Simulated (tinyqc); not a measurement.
## Ideality, saturation current and resistance from three points

Question. Well above the saturation current a diode obeys V = n Vt ln(I/I0) + I Rs. Find n, Rs and I0.

Values chosen for this exercise:
- T = 300 K (temperature)

Constants: q = 1.602176634e-19 C, kB = 1.380649e-23 J/K, Vt = kB T/q. Results are converted to the units shown.

currents (A): 5e-6  0.0001  0.04
voltages (V): 0.51128323  0.62681028  0.91345837

Solution. V is linear in the three unknowns n Vt, Rs and -n Vt ln I0, so three points give a linear system.

n = 1.490
Rs = 1.400 ohm
I0 = 8.600e-12 A

Computed by the program tinyqc: `OMP_NUM_THREADS=1 python tinyqc.py 2260058 2260059 out.jsonl`, one thread of a shared Intel Xeon 2.30GHz, about 0.01 s for the whole run.
